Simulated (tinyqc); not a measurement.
What each parameter does: band offset of a heterojunction with an interface dipole (two-band chains, self-consistent charge).

Sites alternate A, C. Left: A at -G1/2, C at +G1/2, hopping -t1; right: A at D - G2/2, C at D + G2/2, hopping -t2; the bonds across the two interfaces of a ring (C left to A right, C right to A left) have -sqrt(t1 t2). D is the offset of the mid-gaps, so Ev(right) - Ev(left) = D - (G2 - G1)/2 and Ec(right) - Ec(left) = D + (G2 - G1)/2. The closing bond has its sign reversed (antiperiodic ring). Half the levels are filled with two electrons each. The charge moved is q = (electrons on the left) less one a site; the mean over the two interfaces, q/2, is taken as the charge that crosses each, and its dipole opposes the offset: D = D0 - u q/2.

From here on the ring has 24 cells a side.

Values chosen for the exercise (gaps near those of GaAs and AlAs; the chains and D0 are free models, so the offsets are not those of the real pair; not measured data):
- G1 = 1.39 eV (gap on the left)
- G2 = 2.27 eV (gap on the right)
- t1 = 1.65 eV (hopping on the left)
- t2 = 1.84 eV (hopping on the right)
- D0 = 0.34 eV (mid-gap of the right side above that of the left, without dipole)
- u = 3.3 eV (potential step per electron moved across)

Self-consistent D by bisection, q there, and the two offsets.

Results for these values:
```
case  D (eV)       q  valence offset (eV)  conduction offset (eV)
base  0.2305  0.0664              -0.2095                  0.6705
```

What happens to each result for t1 = 1.897 eV, all else kept?

Answer: D falls from 0.2305 to 0.2300; q rises from 0.0664 to 0.0667; valence offset falls from -0.2095 to -0.2100; conduction offset falls from 0.6705 to 0.6700.

The same for each parameter in turn:
```
case           D (eV)       q  valence offset (eV)  conduction offset (eV)
base           0.2305  0.0664              -0.2095                  0.6705
G1 = 1.598 eV  0.2351  0.0636              -0.1009                  0.5711
G2 = 2.61 eV   0.2378  0.0619              -0.3722                  0.8478
t1 = 1.897 eV  0.2300  0.0667              -0.2100                  0.6700
t2 = 2.116 eV  0.2301  0.0666              -0.2099                  0.6701
D0 = 0.391 eV  0.2650  0.0764              -0.1750                  0.7050
u = 3.795 eV   0.2199  0.0633              -0.2201                  0.6599
```

Computed by tinyqc, a small Python program: `OMP_NUM_THREADS=1 python tinyqc.py 1452090 1452091 out.jsonl` (the numbers bound the seed that draws the inputs); one thread of a shared host (Intel(R) Xeon(R) Processor @ 2.30GHz), about 0.3 s for the whole set of steps.
